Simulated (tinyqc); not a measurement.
Carrier statistics of a doped semiconductor with parabolic bands, step by step. Values are carried at full precision from step to step, so a last printed digit may differ when a step is redone from the rounded ones.

Constants: kB = 8.617333262e-05 eV/K; hbar^2/2m0 = 3.80998211 eV angstrom^2.

Inputs chosen for the exercise (near those of GaP; not measured data):

| symbol | value | unit | meaning |
|---|---|---|---|
| Eg0 | 2.354 | eV | gap at 0 K |
| al | 0.000573 | eV/K | Varshni alpha |
| be | 373 | K | Varshni beta |
| T | 200 | K |  |
| ml | 2 | m0 | longitudinal electron mass |
| mt | 0.254 | m0 | transverse electron mass |
| Mv | 3 |  | equivalent valleys |
| mhh | 0.79 | m0 | heavy-hole mass |
| mlh | 0.14 | m0 | light-hole mass |
| ND | 4.4e+12 | 1/cm^3 | donors |
| NA | 3.3e+16 | 1/cm^3 | acceptors |
| ED | 0.0891 | eV | donor level below Ec |
| EA | 0.0553 | eV | acceptor level above Ev |

## Gap and thermal energy

Eg(T) = Eg0 - al T^2/(T + be) (Varshni).

Eg = 2.31400 eV
kT = 0.017235 eV

The gap has shrunk by 40.0 meV from 0 K and is 134.3 kT wide.

## Effective densities of states

m_de = Mv^(2/3) (ml mt^2)^(1/3); m_dh = (mhh^(3/2) + mlh^(3/2))^(2/3); N = 2 (m kB T/(4 pi c))^(3/2) with c = hbar^2/2m0, in 1/angstrom^3; times 1e24 for 1/cm^3.

m_de = 1.0511 m0
m_dh = 0.8288 m0
Nc = 1.4720e+19 1/cm^3
Nv = 1.0307e+19 1/cm^3

The light holes supply 6.9 % of Nv, and Nc/Nv = 1.43.

## Intrinsic density and level

With Boltzmann statistics ni = sqrt(Nc Nv) exp(-Eg/2kT) and Ei = Eg/2 + (kT/2) ln(Nv/Nc), counted from Ev.

ni = 8.62e-11 1/cm^3
Ei = 1.1539 eV

Ei lies 3.1 meV below midgap, towards the band with the smaller density of states.

## Neutrality by bisection

Energies are counted from Ev, so Ec = Eg. n = Nc F_1/2((EF - Eg)/kT), p = Nv F_1/2(-EF/kT), ND+ = ND/(1 + 2 exp((EF - Eg + ED)/kT)), NA- = NA/(1 + 4 exp((EA - EF)/kT)); neutrality asks p + ND+ = n + NA-. F_j(eta) = (1/Gamma(j + 1)) integral_0^infinity x^j dx/(1 + exp(x - eta)), which tends to exp(eta) for eta << 0.

Start from the bracket [-0.2 eV, Eg + 0.2 eV]; at the midpoint EF take the sign of p + ND+ - n - NA-; where it is positive EF must rise. Fourteen steps are shown.

Bisection (eV, 1/cm^3):

| step | low | high | EF | n | p | ND+ | NA- | sign |
|---|---|---|---|---|---|---|---|---|
| 1 | -0.20000 | 2.51400 | 1.15700 | 1.03e-10 | 7.21e-11 | 4.40e+12 | 3.30e+16 | - |
| 2 | -0.20000 | 1.15700 | 0.47850 | 8.23e-28 | 9.03e+06 | 4.40e+12 | 3.30e+16 | - |
| 3 | -0.20000 | 0.47850 | 0.13925 | 2.33e-36 | 3.19e+15 | 4.40e+12 | 3.20e+16 | - |
| 4 | -0.20000 | 0.13925 | -0.03037 | 1.24e-40 | 2.56e+19 | 4.40e+12 | 5.71e+13 | + |
| 5 | -0.03037 | 0.13925 | 0.05444 | 1.70e-38 | 4.31e+17 | 4.40e+12 | 6.34e+15 | + |
| 6 | 0.05444 | 0.13925 | 0.09684 | 1.99e-37 | 3.73e+16 | 4.40e+12 | 2.43e+16 | + |
| 7 | 0.09684 | 0.13925 | 0.11805 | 6.80e-37 | 1.09e+16 | 4.40e+12 | 2.99e+16 | - |
| 8 | 0.09684 | 0.11805 | 0.10745 | 3.67e-37 | 2.02e+16 | 4.40e+12 | 2.76e+16 | - |
| 9 | 0.09684 | 0.10745 | 0.10214 | 2.70e-37 | 2.75e+16 | 4.40e+12 | 2.61e+16 | + |
| 10 | 0.10214 | 0.10745 | 0.10479 | 3.15e-37 | 2.36e+16 | 4.40e+12 | 2.69e+16 | - |
| 11 | 0.10214 | 0.10479 | 0.10347 | 2.92e-37 | 2.54e+16 | 4.40e+12 | 2.65e+16 | - |
| 12 | 0.10214 | 0.10347 | 0.10281 | 2.81e-37 | 2.64e+16 | 4.40e+12 | 2.63e+16 | + |
| 13 | 0.10281 | 0.10347 | 0.10314 | 2.86e-37 | 2.59e+16 | 4.40e+12 | 2.64e+16 | - |
| 14 | 0.10281 | 0.10314 | 0.10297 | 2.83e-37 | 2.62e+16 | 4.40e+12 | 2.64e+16 | - |

Each step halves the bracket, which is 0.331 meV wide at the last row.

## The neutral state

Solve the neutrality condition for EF to convergence.

EF = 0.1029 eV
n = 2.82e-37 1/cm^3
p = 2.63e+16 1/cm^3
ND+ = 4.40e+12 1/cm^3
NA- = 2.63e+16 1/cm^3

The material is p-type; 79.8 % of the acceptors are ionised. EF lies 5.97 kT inside the gap from the valence edge, so Boltzmann statistics would serve; n p/(Nc Nv exp(-Eg/kT)) = 0.999.

## Checks

- F_1/2(1) by the trapezoid rule against adaptive quadrature: both 1.575641.
- Positive against negative charge at the solution (1/cm^3): both 2.63348e+16.

Program tinyqc; command `OMP_NUM_THREADS=1 python tinyqc.py 1680410 1680411 out.jsonl`; about 0.01 s on one thread of a shared Intel(R) Xeon(R) Processor @ 2.30GHz.
